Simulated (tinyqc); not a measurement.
# Changing the binding energy of the fault level E_b

Model: polytypes and stacking faults of a tetrahedral semiconductor in an axial Ising model with couplings up to third neighbours. Computed by tinyqc, a small Python program. Command: `OMP_NUM_THREADS=1 python tinyqc.py 3019812 3019813 out.jsonl polytype sweep`. One thread of a shared host (Intel(R) Xeon(R) Processor @ 2.30GHz), about 0.02 s of CPU time with the checks.

Each double layer has s = +1 or -1 for the sense of its stacking step; E per pair of atoms = E0 - sum_n J_n <s_i s_(i+n)>, n = 1, 2, 3. Hexagonality h = (1 - <s_i s_(i+1)>)/2.

Inputs (values chosen for the exercise, for a model crystal): J1 = 3.13 meV/pair; J2 = -2.35 meV/pair; J3 = -0.22 meV/pair; basal lattice constant a = 3.08 angstrom; in-plane mass m = 0.37 m0; effective density of states N_c at 300 K = 2e+19 1/cm^3; electron density n = 6.5e+16 1/cm^3; temperature T = 500 K.

Host polytype: 4H.

fault coefficients k_n, rows single Shockley (31), double Shockley (62), Frank-type (32), columns J1, J2, J3:
```
[[0, -4, 0],
 [-4, -8, 0],
 [-1, -2, 3]]
```

Constants: 1 eV/angstrom^2 = 16.02176634 J/m^2; m_0 = 9.1093837015e-31 kg; hbar = 1.054571817e-34 J s; k_B = 1.380649e-23 J/K; k_B = 8.617333262e-05 eV/K.

Method:
- Faults in 4H: the sequences single Shockley (31) (+++-), double Shockley (62) (++++++--), Frank-type (32) (+++--) are put between perfect repeats; k_n = (layers x C_n of the host) - sum_i s_i s_(i+n). gamma = sum k_n J_n/A, A = (sqrt 3/2) a^2; 1 meV/angstrom^2 = 16.02177 mJ/m^2.
- The fault binds electrons in a two-dimensional band E_b below the conduction edge, g2 = m m0/(pi hbar^2) for one valley. With the Fermi level held by the bulk, eta = ln[n/N_c(T)], N_c(T) = N_c (T/300)^1.5, the grand potential falls by g2 (k_B T)^2 F1(x), x = eta + E_b/(k_B T), F1(x) = integral from 0 to infinity of ln(1 + exp(x - t)) dt; sheet density g2 k_B T ln(1 + e^x). Band bending by the trapped charge is left out, so the gain is an upper bound.
- Net fault energy = gamma of the single Shockley (31) fault less the electronic gain.

One run for each value; columns: (1) binding energy of the fault level E_b (eV); (2) electronic gain (mJ/m^2); (3) sheet density (1/cm^2); (4) net fault energy (mJ/m^2):
```
(1)          (2)         (3)     (4)
0.05  2.2134e-03  3.2025e+10  18.330
0.13  1.4081e-02  2.0243e+11  18.318
0.21  8.6714e-02  1.2009e+12  18.245
0.36  1.4824e+00  1.3350e+13  16.849
0.44  3.9203e+00  2.4911e+13  14.412
0.52  7.8945e+00  3.7141e+13  10.437
0.60  1.3446e+01  4.9485e+13   4.886
```

Give the missing row, binding energy of the fault level E_b (eV) = 0.29.

Computed row; columns: (1) binding energy of the fault level E_b (eV); (2) electronic gain (mJ/m^2); (3) sheet density (1/cm^2); (4) net fault energy (mJ/m^2):
```
(1)          (2)         (3)     (4)
0.29  4.5969e-01  5.4454e+12  17.872
```

Interpolating between the two neighbouring rows (the first column on a logarithmic scale, the others too where they are positive) misses most in sheet density (1/cm^2), by 6.7 %. Over the rows, electronic gain (mJ/m^2) rises from 0.00221 to 13.4 (exponent d ln y / d ln x 1.9 between the first rows and 3.7 between the last); sheet density (1/cm^2) rises from 3.20e10 to 4.95e13 (exponent d ln y / d ln x between 1.9 and 4.7); net fault energy (mJ/m^2) falls from 18.3 to 4.89. The gain grows as exp(E_b/(k_B T)) while the well is empty and as (E_b + eta k_B T)^2 once it is degenerate; thicker faults bind more deeply.

Extremes, crossings and ranges named in words are read from the listed rows.
